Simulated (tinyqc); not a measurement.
Strain, valley repopulation and piezoresistance in a many-valley conduction band: one step, computed by the program tinyqc. Command: `OMP_NUM_THREADS=1 python tinyqc.py 3008916 3008917 out.jsonl valleys walk`. One thread of a shared host (Intel(R) Xeon(R) Processor @ 2.30GHz), about 0.03 s of CPU time with the checks.

Valleys are ellipsoids with mass m_l along the axis a and m_t across it, parabolic, with one constant relaxation time; strain shifts the valleys and leaves the masses alone. Currents are taken along [100], in the plane, and along [001], across the plane.

Question. Strain. Compliances S11 = (C11 + C12)/((C11 - C12)(C11 + 2 C12)), S12 = -C12/((C11 - C12)(C11 + 2 C12)), S44 = 1/C44; stress sigma_xx = sigma_yy = X, all else 0; e_xx = S11 sigma_xx + S12 (sigma_yy + sigma_zz), e_xy = S44 sigma_xy/2 (tensor strain).

Inputs (values chosen for the exercise, modelled on silicon): C11 = 166 GPa; C12 = 63.6 GPa; C44 = 79.5 GPa; stress X (tension positive) = -100 MPa.

Valley axes: <100> (6 valleys in 3 pairs). Load: biaxial in the (001) plane.

Give: strain tensor.

Answer.

strain tensor (%), rows x, y, z:
```
[[-0.05529, 0.00000, 0.00000],
 [0.00000, -0.05529, 0.00000],
 [0.00000, 0.00000, 0.04237]]
```
